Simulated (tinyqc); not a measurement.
Reverse leakage of an n+-p junction: diffusion, generation, trap-assisted and band-to-band tunnelling: two steps of the calculation.

One-sided abrupt junction in the depletion approximation, x from the junction (0) to W on the p side, field F = F0 (1 - x/W). Flat quasi-Fermi levels, long p side. Traps generate through SRH with both lifetimes shortened by 1 + Gamma (Hurkx enhancement, form for moderate fields); band-to-band generation is local and needs a total bending above Eg.

Parameters, values chosen for the exercise; band and dielectric values close to those of silicon:
```
symbol,value,unit,meaning
T,350,K,temperature
Eg,1.1,eV,band gap
eps_r,11.8,,relative permittivity
Nc,3.59e19,cm^-3,conduction-band density of states at T
Nv,3.35e19,cm^-3,valence-band density of states at T
Na,1.7e18,cm^-3,acceptor density of the lighter side
Nd,1e20,cm^-3,donor density of the heavier side
tau,5e-8,s,SRH lifetime of both carriers at zero field
Et,0,eV,trap level above the intrinsic level
mt,0.27,m0,tunnelling mass
Dn,3.7,cm^2/s,electron diffusion coefficient on the lighter side
Ab,7.6e14,cm^-0.5 V^-2.5 s^-1,band-to-band prefactor
Bb,1.83e7,V/cm,band-to-band field constant
VR,1.1,V,reverse bias
```

Constants: q = 1.602176634e-19 C, kB = 1.380649e-23 J/K, hbar = 1.054571817e-34 J s, m0 = 9.1093837015e-31 kg, Vt = kB T/q, eps0 = 8.8541878128e-14 F/cm where lengths are in cm. Results are converted to the units shown.

Question 1. Field, scales and diffusion current. ni = sqrt(Nc Nv) exp(-Eg/(2 Vt)), Eg in volts; Vbi = Vt ln(Na Nd/ni^2); W = sqrt(2 eps0 eps_r (Vbi + VR)/(q Na)); F0 = 2 (Vbi + VR)/W; FG = sqrt(24 mt m0 (kB T)^3)/(q hbar); J_diff = q ni^2 sqrt(Dn/tau)(1 - exp(-VR/Vt))/Na.

Find: ni; Vbi; W; F0; FG; J_diff.

Answer 1.

ni = 4.1727e11 cm^-3
Vbi = 1.0410 V
W = 40.528 nm
F0 = 1056.5 kV/cm
FG = 483.03 kV/cm
J_diff = 1.4116e-10 A/cm^2

Question 2. Generation rates across the layer. u = (Vbi + VR)(1 - x/W)^2, p = Na exp(-u/Vt), n = Nd exp((u - Vbi - VR)/Vt); G0 = ni^2 (1 - exp(-VR/Vt))/(tau (n + p + 2 ni cosh(Et/Vt))); Gamma = 2 sqrt(3 pi)(F/FG) exp((F/FG)^2); trap-assisted part G0 Gamma; G_bb = Ab F^2.5 exp(-Bb/F) with F in V/cm, zero unless Vbi + VR > Eg, and counted as zero under 1 cm^-3 s^-1. 16 equal steps.

ni = 4.1727099e11 cm^-3
Vbi = 1.0409911 V
W = 40.528277 nm
F0 = 1056.5419 kV/cm
FG = 483.02814 kV/cm

Find: x; F; Gamma; G0; G0 Gamma; G_bb.

Answer 2.

| point | x (nm) | F (kV/cm) | Gamma | G0 (cm^-3 s^-1) | G0 Gamma (cm^-3 s^-1) | G_bb (1e22 cm^-3 s^-1) |
|---|---|---|---|---|---|---|
| 0 | 0.000 | 1056.5 | 1606.7 | 3.4823e10 | 5.5949e13 | 2.6198 |
| 1 | 2.533 | 990.5 | 843.88 | 1.8838e14 | 1.5897e17 | 0.7026 |
| 2 | 5.066 | 924.5 | 458.08 | 5.1332e17 | 2.3514e20 | 0.1580 |
| 3 | 7.599 | 858.4 | 256.81 | 4.1561e18 | 1.0673e21 | 0.0286 |
| 4 | 10.132 | 792.4 | 148.57 | 4.1727e18 | 6.1993e20 | 0.0040 |
| 5 | 12.665 | 726.4 | 88.605 | 4.1727e18 | 3.6972e20 | 0.0004 |
| 6 | 15.198 | 660.3 | 54.402 | 4.1727e18 | 2.2700e20 | 0.0000 |
| 7 | 17.731 | 594.3 | 34.328 | 4.1712e18 | 1.4319e20 | 0.0000 |
| 8 | 20.264 | 528.3 | 22.208 | 4.0123e18 | 8.9106e19 | 0.0000 |
| 9 | 22.797 | 462.2 | 14.681 | 1.1723e18 | 1.7211e19 | 0.0000 |
| 10 | 25.330 | 396.2 | 9.8698 | 4.3868e16 | 4.3296e17 | 0.0000 |
| 11 | 27.863 | 330.2 | 6.6964 | 2.0981e15 | 1.4050e16 | 0.0000 |
| 12 | 30.396 | 264.1 | 4.5278 | 1.7306e14 | 7.8360e14 | 0.0000 |
| 13 | 32.929 | 198.1 | 2.9794 | 2.4845e13 | 7.4024e13 | 0.0000 |
| 14 | 35.462 | 132.1 | 1.8091 | 6.2104e12 | 1.1235e13 | 0.0000 |
| 15 | 37.995 | 66.0 | 0.85522 | 2.7030e12 | 2.3116e12 | 0.0000 |
| 16 | 40.528 | 0.0 | 0 | 2.0484e12 | 0 | 0.0000 |

Range of the model: The n+ side is degenerate, so Vbi from Boltzmann statistics is only a guide.

Numbers from tinyqc (`OMP_NUM_THREADS=1 python tinyqc.py 2290122 2290123 out.jsonl`; about 0.01 s on one thread of a shared Intel Xeon 2.30GHz).
